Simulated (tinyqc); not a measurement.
A discretised effective-mass wire between two leads, recursive Green functions: two steps of the calculation.

Finite differences on a grid of step a give a chain with hopping -t, t = C/(m a^2), C = hbar^2/(2 m0), and site energies 2 t + U_i for the N = 8 sites of the device; the semi-infinite leads have site energy 2 t. Each slice is one site, and V = -t couples neighbouring slices.

Inputs (values chosen for the exercise):
```
symbol,value,unit,meaning
m,0.065,m0,effective mass
a,1.1,nm,grid step
E,0.12,eV,energy above the band bottom of the leads
```

Constants: q = 1.602176634e-19 C, hbar = 1.054571817e-34 J s, m0 = 9.1093837015e-31 kg, hbar^2/(2 m0) = 0.0380998212 eV nm^2. Results are converted to the units shown.

Problem 1. Self-energy of the leads. Sigma = t^2 g(E - 2 t), g(x) = (x - i sqrt(4 t^2 - x^2))/(2 t^2) for |x| < 2 t and (x - sign(x) sqrt(x^2 - 4 t^2))/(2 t^2) otherwise; Gamma = i (Sigma - Sigma^dagger); both leads give the same.

Wanted: t; Sigma; Gamma; open modes.

Solution 1.

t = 0.4844 eV
Sigma = -0.4244-0.2335i eV
Gamma = 0.4670 eV
open modes = 1

Problem 2. Backward pass. Backward pass: G_NN = g_N, G_ii = g_i + g_i V^dagger G_(i+1,i+1) V g_i; local density of states -Im G_ii/pi on each site.

g_i, site 1 to 8 (1/eV): -1.8086306-0.9951122i  -1.3240162-0.4584392i  -1.2455956-0.1700206i  -1.2368267-0.0611828i  -1.7889926-0.0459813i  -2.3293620-0.0585839i  -3.3019616-0.1501995i  1.7967453-1.3780156i

Wanted: G_ii; local density of states.

Solution 2.

```
site      G_ii (1/eV)  local density of states (1/eV)
1     -1.6890-3.1200i                          0.9931
2     -1.7308-1.2384i                          0.3942
3     -1.7409-0.7845i                          0.2497
4     -1.7308-1.2384i                          0.3942
5     -1.6890-3.1200i                          0.9931
6     -0.0772-4.0917i                          1.3024
7      1.6063-3.2504i                          1.0346
8      1.7967-1.3780i                          0.4386
```

A site of an infinite clean chain has 1/(pi sqrt(4 t^2 - x^2)) = 0.682 1/eV at this energy (x counted from the band centre); the device goes from 0.250 (site 3) to 1.30 (site 6).

tinyqc, about 0.01 s, one thread, Intel Xeon 2.30GHz (shared host): `OMP_NUM_THREADS=1 python tinyqc.py 2660021 2660022 out.jsonl`
